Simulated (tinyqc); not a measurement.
How thick the regions must be: band offset from the macroscopic average of a supercell potential.

A model of the planar-averaged electrostatic energy of an electron in a periodic cell of N1 periods of A (L1 = N1 n1 h) and N2 periods of B (L2 = N2 n2 h), on z_j = j h: V(z) = f VA + (1 - f) VB + F t(z), VA = V1[0] + V1[1] cos(2 pi z/(n1 h)) + V1[2] cos(4 pi z/(n1 h)), VB the same with V2, n2 and z - L1. f = [tanh(z/w) - tanh((z - L1)/w) + tanh((z - L1 - L2)/w)]/2 + 1/2; t(z) = z - L1/2 in A and (L1/L2)(L1 + L2/2 - z) beyond, so that the cell is periodic.

Running mean over n points, periodic: for odd n the plain mean of the n points centred on j; for even n the n + 1 points with half weight at both ends. The macroscopic average applies the mean over n1 points and then over n2 points.

Parameters, chosen for this exercise (gaps near those of Si and GaP; shifted at random, so the results belong to these values and not to a real crystal):
- h = 0.35 angstrom (grid step)
- n1 = 6 (grid points per period of A)
- n2 = 5 (grid points per period of B)
- V1 = (-9.48, 4.16, 0.11) eV (mean and two harmonics of the potential in A)
- V2 = (-10.05, 2.65, 0.25) eV (the same in B)
- w = 0.39 angstrom (width of the interfaces)

N1 = N2 = N, no slope (F = 0); dV is read at j = floor(N n1/2) and N n1 + floor(N n2/2). The exact value is V2[0] - V1[0].

Results:

| N | L1 (angstrom) | dV (eV) | error (meV) |
|---|---|---|---|
| 1 | 2.10 | 0.2758 | 845.76 |
| 2 | 4.20 | -0.5880 | -18.00 |
| 3 | 6.30 | -0.5697 | 0.31 |
| 4 | 8.40 | -0.5700 | -0.01 |
| 5 | 10.50 | -0.5700 | 0.00 |
| 6 | 12.60 | -0.5700 | 0.00 |

The error is below 10 meV from N = 3 on. The two windows together span 3.85 angstrom and must fit between the interface tails, which fall as exp(-2 z/w); the errors at N = 2, 3 and 4 are -18.00, 0.31 and -0.01 meV.

Computed by tinyqc, a small Python program: `OMP_NUM_THREADS=1 python tinyqc.py 1851198 1851199 out.jsonl` (the numbers bound the seed that draws the inputs); one thread of a shared host (Intel(R) Xeon(R) Processor @ 2.30GHz), about 0.01 s for the whole set of steps.
